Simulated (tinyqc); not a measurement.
Gain for each load and current direction: deformation-potential model of the X valleys of a conduction band.

Valleys with axes along x, y and z, one whole valley each. Herring-Vogt shift of a valley with unit axis a: dE = Xd tr(e) + Xu a.e.a. Non-degenerate shares n_i = exp(-dE_i/kT)/sum_j exp(-dE_j/kT). Inverse mass tensor of a valley: (1 - a a)/mt + a a/ml; the masses are taken as independent of strain.

s11 = (C11 + C12)/((C11 - C12)(C11 + 2 C12)), s12 = -C12/((C11 - C12)(C11 + 2 C12)), s44 = 1/C44; exx = s11 sxx + s12 (syy + szz) and cyclic, exy = s44 sxy/2; tension is positive. A uniaxial stress X along the unit vector n is s_ij = X n_i n_j.

Constants: kB = 8.617333262e-05 eV/K.

Parameters, chosen for this exercise (near those of GaP; shifted at random, so the results belong to these values and not to a real crystal):
- ml = 2.069 m0 (longitudinal mass)
- mt = 0.242 m0 (transverse mass)
- Xd = 1.58 eV (dilation potential)
- Xu = 6.19 eV (uniaxial potential)
- C11 = 140.6 GPa
- C12 = 62.4 GPa
- C44 = 70.9 GPa
- X1 = 1.4 GPa (size of the stress)
- T = 150 K (temperature)

Each load has the size X1. Gain m_c(0)/m_c - 1 in per cent from repopulation alone, m_c = 1/(u.M.u), M = sum_i n_i (inverse mass tensor); biaxial means sxx = syy.

Gain (%); + is tension, - compression:
```
load                [100]  [010]  [001]  [110]  [1-10]  [111]
uniaxial [110] (+)   40.0   40.0  -80.1   40.0    40.0    0.0
uniaxial [110] (-)  -20.4  -20.4   40.9  -20.4   -20.4    0.0
uniaxial [100] (+)   41.7  -20.9  -20.9   10.4    10.4    0.0
uniaxial [100] (-)  -83.4   41.7   41.7  -20.8   -20.8    0.0
uniaxial [111] (+)    0.0    0.0    0.0    0.0     0.0    0.0
uniaxial [111] (-)    0.0    0.0    0.0    0.0     0.0    0.0
biaxial (001) (+)    41.7   41.7  -83.4   41.7    41.7    0.0
biaxial (001) (-)   -20.9  -20.9   41.7  -20.9   -20.9    0.0
```

The largest gain is +41.7 %, for 8 entries alike, where the repopulation is complete; for a [110] channel it is +41.7 %, under biaxial (001) (+). No gain or loss appears under uniaxial [111]: the valleys stay equivalent (in real silicon shear also changes the masses, which this model leaves out).

(tinyqc, `OMP_NUM_THREADS=1 python tinyqc.py 1081155 1081156 out.jsonl`, Intel(R) Xeon(R) Processor @ 2.30GHz, 1 thread, shared host, about 0.01 s.)
